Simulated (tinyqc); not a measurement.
Undoped gate-all-around wire MOSFET, analytic charge model: one step of the calculation.

An undoped round wire of radius R under an insulator shell and a surrounding gate; long channel, electrons only, n = ni exp((psi - V)/Vt) with V the quasi-Fermi potential (0 at the source, Vd at the drain), constant mobility, no quantisation. The radial Poisson equation gives n(r) = n(0)/(1 - (1 - b) r^2/R^2)^2 with b = Q0/(Q + Q0). Q is the electron charge per area of the wire surface.

Question. Charge at the source by Newton steps. With V = 0: f = Q/Cox + Vt ln(Q/Q0) + Vt ln(1 + Q/Q0) - (Vg - V0); f' = 1/Cox + Vt/Q + Vt/(Q + Q0); Q(new) = Q - f/f'.

Parameters, values chosen for the exercise:
- T = 325 K (temperature)
- Vg = 0.97 V (gate voltage)

Constants: q = 1.602176634e-19 C, kB = 1.380649e-23 J/K, Vt = kB T/q. Results are converted to the units shown.

Q after iteration 1 = 206.43150 nC/cm^2
Cox = 3.3275781 uF/cm^2
Q0 = 113.07584 nC/cm^2
V0 = 0.42893563 V

Give: f; f'; Q after iteration 2.

Answer.

f = -0.4331 V
f' = 5.238e-4 V cm^2/nC
Q after iteration 2 = 1033 nC/cm^2

Numbers from tinyqc (`OMP_NUM_THREADS=1 python tinyqc.py 2460022 2460023 out.jsonl`; about 0.02 s on one thread of a shared Intel Xeon 2.30GHz).
